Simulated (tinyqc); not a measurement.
Coherent transport through a tight-binding region between two chains, step by step. One step of it, computed by the program tinyqc.

Question. Transmission at E = -0.43 eV. Surface Green function g = (E - i sqrt(4 t^2 - E^2)) / (2 t^2); self-energy tc^2 g on each contact site; G = (E - H - Sigma)^(-1); Gamma = -2 Im Sigma; T = Gamma_L Gamma_R |G_LR|^2; local density of states -Im G_ii / pi.

H of the central region (eV):
```
           1          2
1   0.000000  -0.630000
2  -0.630000   0.000000
```

Leads: semi-infinite chains with site energy 0:
```
parameter                           value
lead hopping t (eV)              1.720000
coupling to the left lead (eV)   1.090000
coupling to the right lead (eV)  0.570000
left contact site                       1
right contact site                      2
```

E = -0.430000 eV

Give: g; G; local density of states; transmission.

Answer.

g = -0.073-0.577i 1/eV

G (1/eV):
```
              1              2
1  0.347-0.795i   0.912-0.811i
2  0.912-0.811i  -0.385-1.435i
```

local density of states (1/eV): 0.253  0.457

transmission = 0.766
